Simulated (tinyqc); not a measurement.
Worked calculation: Hubbard ring of 5 sites. One step of it, computed by the program tinyqc.

Problem. Mean-field iteration 1. H(up) = T + U n(down), H(down) = T + U n(up); fill the lowest levels; n(new) = n + mixing (n(out) - n); E = tr T (rho up + rho down) + U sum n_up n_down of the output.

one-body matrix (hopping and site energies) (eV), lower triangle:
```
           1          2          3          4          5
1   0.510000
2  -1.650000   0.830000
3   0.000000  -1.650000  -0.580000
4   0.000000   0.000000  -1.650000   0.610000
5  -1.650000   0.000000   0.000000  -1.650000  -0.360000
```

U = 2.400000 eV

electrons, up and down: 3  2

mixing = 1

n(up) at the start (a guess, not normalised): 1 0.600000, 2 0.600000, 3 0.600000, 4 0.600000, 5 0.600000

n(down) at the start (a guess): 1 0.400000, 2 0.400000, 3 0.400000, 4 0.400000, 5 0.400000

Give: levels, up; levels, down; energy; n(up) after iteration 1; n(down) after iteration 1.

Solution.

levels, up (eV): -2.2042  -0.2846  0.5135  3.7343  4.0511

levels, down (eV): -1.7242  0.1954  0.9935  4.2143  4.5311

energy = -6.1634 eV

n(up) after iteration 1: 1 0.5795, 2 0.5152, 3 0.7140, 4 0.5068, 5 0.6846

n(down) after iteration 1: 1 0.2836, 2 0.1953, 3 0.7027, 4 0.1965, 5 0.6219
